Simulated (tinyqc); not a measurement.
## Capacitance measurement on a leaky thin oxide: effects of series resistance and leakage: readings against frequency

The device is a capacitance C in parallel with a leakage conductance G, in series with Rs and Ls. An impedance meter reports either a parallel pair (Cp, Gp) from Y = 1/Z = Gp + i w Cp or a series pair (Cs, Rm) from Z = Rm + 1/(i w Cs); w = 2 pi f, dissipation D = Gp/(w |Cp|).

EOT = 3.9 tox/eox; CET = EOT + zc + zp; C = 3.9 eps0 A/CET; G = Jg A/Vs. Z = Rs + i w Ls + 1/(G + i w C); CET read from Cp = 3.9 eps0 A/Cp; errors under 0.001 % are printed as 0.

Values chosen for this exercise; values of the order met in thin-oxide MOS capacitors: relative permittivity of the gate insulator (close to aluminium oxide) eox = 8.8; insulator thickness tox = 4.1 nm; gate area A = 2500 um^2; oxide-equivalent thickness added by the accumulation layer zc = 0.54 nm; oxide-equivalent thickness added by gate depletion zp = 0.32 nm; gate leakage current density, not matched to the thickness Jg = 0.00019 A/cm^2; voltage for an e-fold rise of the leakage Vs = 0.43 V; series resistance Rs = 5.1 ohm; series inductance Ls = 0 nH.

Constants: eps0 = 8.8541878128e-14 F/cm where lengths are in cm. Results are converted to the units shown.

The same in every row: C (pF) = 32.248.

Readings against frequency:
```
f (Hz)  Cp (pF)  Cs (pF)          D  error of Cp (%)  error of Cs (%)  CET read from Cp (nm)
1000     32.248   32.343   0.054520                0            0.297                 2.6770
3000     32.248   32.258   0.018176                0           0.0330                 2.6770
10000    32.248   32.249  0.0054622                0          2.97e-3                 2.6770
30000    32.248   32.248  0.0018483                0                0                 2.6770
1e5      32.248   32.248  6.4852e-4                0                0                 2.6770
3e5      32.248   32.248  4.9174e-4                0                0                 2.6770
1e6      32.248   32.248  0.0010879                0                0                 2.6770
3e6      32.247   32.248  0.0031182                0                0                 2.6771
1e7      32.244   32.248   0.010339          -0.0107                0                 2.6773
3e7      32.217   32.248   0.031002          -0.0960                0                 2.6796
```

What does the comparison show?

D goes from 0.0545 through a minimum of 4.92e-4 (at f = 3e5 Hz among the rows listed) to 0.0310; without inductance its minimum lies at f = sqrt(G (1 + G Rs)/Rs)/(2 pi C) = 2.30e5 Hz. The error of Cp goes from 0 to -0.0960 % and that of Cs from 0.297 to 0 %; at low frequency Cp tends to C/(1 + G Rs)^2 and Cs grows as 1 + (G/(w C))^2. One of the two readings is within 2 % of C for f = 1000, 3000, 10000, 30000, 1e5, 3e5, 1e6, 3e6, 1e7, 3e7 Hz.

Numbers from tinyqc (`OMP_NUM_THREADS=1 python tinyqc.py 2022004 2022005 out.jsonl`; about 0.01 s on one thread of a shared Intel Xeon 2.30GHz).
